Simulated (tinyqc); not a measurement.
Reverse leakage of an n+-p junction: diffusion, generation, trap-assisted and band-to-band tunnelling: one step of the calculation.

One-sided abrupt junction in the depletion approximation, x from the junction (0) to W on the p side, field F = F0 (1 - x/W). Flat quasi-Fermi levels, long p side. Traps generate through SRH with both lifetimes shortened by 1 + Gamma (Hurkx enhancement, form for moderate fields); band-to-band generation is local and needs a total bending above Eg.

Task. Current components. u = (Vbi + VR)(1 - x/W)^2, p = Na exp(-u/Vt), n = Nd exp((u - Vbi - VR)/Vt); G0 = ni^2 (1 - exp(-VR/Vt))/(tau (n + p + 2 ni cosh(Et/Vt))); Gamma = 2 sqrt(3 pi)(F/FG) exp((F/FG)^2); trap-assisted part G0 Gamma; G_bb = Ab F^2.5 exp(-Bb/F) with F in V/cm, zero unless Vbi + VR > Eg. 13 equal steps.

Each current is q times the trapezoid sum of its rate; J adds J_diff; J_bb under 1e-8 of the sum is given as 0.

Constants: q = 1.602176634e-19 C. Results are converted to the units shown.

| point | x (nm) | G0 (cm^-3 s^-1) | G0 Gamma (cm^-3 s^-1) | G_bb (cm^-3 s^-1) |
|---|---|---|---|---|
| 0 | 0.000000 | 3568.4485 | 2.8087105e6 | 1.1661410e15 |
| 1 | 4.814448 | 7.6237941e8 | 3.0011026e11 | 6.6095240e13 |
| 2 | 9.628895 | 5.3129701e13 | 1.0909258e16 | 2.2655468e12 |
| 3 | 14.443343 | 4.1068132e14 | 4.5814111e16 | 4.0463219e10 |
| 4 | 19.257790 | 4.1077349e14 | 2.5885757e16 | 3.0378216e8 |
| 5 | 24.072238 | 4.1076717e14 | 1.5167561e16 | 6.9510503e5 |
| 6 | 28.886685 | 4.0102476e14 | 8.9702762e15 | ~0 |
| 7 | 33.701133 | 2.6739422e13 | 3.7276821e14 | ~0 |
| 8 | 38.515580 | 1.2917645e11 | 1.1459890e12 | ~0 |
| 9 | 43.330028 | 1.5582208e9 | 8.8695174e9 | ~0 |
| 10 | 48.144475 | 5.0155282e7 | 1.8035381e8 | ~0 |
| 11 | 52.958923 | 4.3090172e6 | 9.1382801e6 | ~0 |
| 12 | 57.773370 | 9.8813236e5 | 9.7349265e5 | ~0 |
| 13 | 62.587818 | 6.0482178e5 | 0 | 0 |

J_diff = 4.2460825e-17 A/cm^2

Find: J_SRH; J_TAT; J_bb; J.

Result.

J_SRH = 1.3215e-10 A/cm^2
J_TAT = 8.2629e-9 A/cm^2
J_bb = 5.0252e-11 A/cm^2
J = 8.4453e-9 A/cm^2

Range of the model: The n+ side is degenerate, so Vbi from Boltzmann statistics is only a guide.

tinyqc, about 0.01 s, one thread, Intel Xeon 2.30GHz (shared host): `OMP_NUM_THREADS=1 python tinyqc.py 2290010 2290011 out.jsonl`

~0 in a residual or rate marks an entry under 1e-11 of the largest of its column.
